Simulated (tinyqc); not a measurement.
# Threshold-voltage variability of a planar MOSFET, analytic estimates: effects of single changes

Three independent sources add in quadrature: random dopants in the depleted layer, metal-gate grains of two orientations, and roughness of the two gate edges acting through the roll-off VT = VT(long) - Vr exp(-L/l). These are first-order estimates: no three-dimensional electrostatics, no percolation.

Parameters, values chosen for the exercise; material values those of a made-up semiconductor:
- T = 300 K (temperature)
- Eg = 0.87 eV (band gap)
- eps_r = 12.6 (relative permittivity of the semiconductor)
- Nc = 3.05e19 cm^-3 (conduction-band density of states at T)
- Nv = 2.65e19 cm^-3 (valence-band density of states at T)
- Na = 3.9e17 cm^-3 (channel doping)
- ti = 2.4 nm (oxide-equivalent thickness in inversion)
- L = 45 nm (gate length)
- W = 170 nm (gate width)
- G = 4 nm (metal grain size)
- dW = 0.2 eV (work-function difference of the two grain orientations)
- p = 0.3 (share of the orientation of higher work function)
- De = 0.7 nm (rms roughness of one gate edge)
- La = 10 nm (correlation length of the roughness)
- l = 7.7 nm (decay length of the threshold roll-off)
- Vr = 2.6 V (prefactor of the roll-off)

Constants: q = 1.602176634e-19 C, kB = 1.380649e-23 J/K, Vt = kB T/q, eps0 = 8.8541878128e-14 F/cm where lengths are in cm. Results are converted to the units shown.

Each table varies one quantity; the others keep the values above.

## Effect of the gate length

ni = sqrt(Nc Nv) exp(-Eg/(2 Vt)), Eg in volts; Cox = 3.9 eps0/ti; Wd = sqrt(4 eps0 eps_r Vt ln(Na/ni)/(q Na)); dopants: s1 = (q/Cox) sqrt(Na Wd/(3 L W)). Grains: Ng = L W/G^2 (at least 1), s2 = dW sqrt(p (1 - p)/Ng). Edges, with exponential correlation and u = W/La: the mean gate length has sL^2 = 2 De^2 (2/u)[1 - (1 - exp(-u))/u]; s3 = sL (Vr/l) exp(-L/l). s = sqrt(s1^2 + s2^2 + s3^2). l and Vr are held fixed.

Effect of the gate length:
```
L (nm)  s1 (mV)  s2 (mV)   s3 (mV)  s (mV)  s sqrt(L W) (mV um)
27        13.00    5.411     3.337   14.47               0.9803
33        11.76    4.895     1.531   12.83               0.9608
39        10.82    4.502    0.7023   11.74               0.9556
47        9.852    4.101    0.2485   10.67               0.9542
57        8.946    3.724   0.06781   9.691               0.9539
68        8.191    3.410   0.01625   8.872               0.9539
82        7.459    3.105  0.002638   8.079               0.9539
99        6.788    2.826  2.900e-4   7.353               0.9539
```

Read the table: what changes, and by how much?

As L goes from 27 to 99 nm, s falls from 14.5 to 7.35 mV. The dopants are the largest source in the first and the last row. The product s sqrt(L W) falls from 0.980 to 0.954 mV um: s1 and s2 go as 1/sqrt(L W), so the change comes from s3 alone. For L = 27 to 47 nm the depletion depth exceeds L, so source and drain share much of the charge and s1 is rough.

## Effect of the oxide-equivalent thickness in inversion

Same model as above.

l and Vr are held fixed.

The same in every row: s2 (mV) = 4.1915; s3 (mV) = 0.32221.

Effect of the oxide-equivalent thickness in inversion:
```
ti (nm)  s1 (mV)  s (mV)  s sqrt(L W) (mV um)
0.8       3.3563  5.3793              0.47050
1.2       5.0344  6.5588              0.57366
1.6       6.7125  7.9202              0.69274
2         8.3906  9.3848              0.82084
2.4       10.069  10.911              0.95433
2.8       11.747  12.476               1.0912
3.2       13.425  14.068               1.2304
```

What does the comparison show?

As ti goes from 0.8 to 3.2 nm, s rises from 5.38 to 14.1 mV. The largest source is the grains in the first row and the dopants in the last. s1 goes on average as ti^(1.00). In every row the depletion depth exceeds L, so source and drain share much of the charge and s1 is rough.

Numbers from tinyqc (`OMP_NUM_THREADS=1 python tinyqc.py 2090034 2090035 out.jsonl`; about 0.01 s on one thread of a shared Intel Xeon 2.30GHz).
